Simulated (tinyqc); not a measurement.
Ion implantation: universal nuclear stopping, Lindhard-Scharff electronic stopping and a Gaussian range profile: one step, computed by the program tinyqc.

An ion slows by elastic collisions with screened nuclei and by friction with electrons; channelling is ignored and the target is uniform.

Question. Anneal. Far from the surface a Gaussian stays Gaussian: sigma^2 = dR_p^2 + 2 D t; peak Q/(sqrt(2 pi) sigma); x_j = R_p + sigma sqrt(2 ln(peak/C_B)).

Inputs (values chosen for the exercise, modelled on nitrogen ions in germanium): ion mass M1 = 14 u; target mass M2 = 72.63 u; dose Q = 3.8e+12 1/cm^2; background C_B = 5e+16 1/cm^3; anneal budget D t = 2.8e-14 cm^2.

Follow-up: anneal.

straggle dR_p = 7.280401 nm

projected range R_p = 29.66831 nm

Give: width sigma; peak after the anneal; x_j after the anneal.

Answer.

width sigma = 7.6553 nm

peak after the anneal = 1.9803e+18 1/cm^3

x_j after the anneal = 50.434 nm

Caution: the estimates of R_p and dR_p assume mainly nuclear stopping and an ion not much lighter than the target; here they are rough, and for light ions in heavy targets the straggle can be low by a factor of two or more.
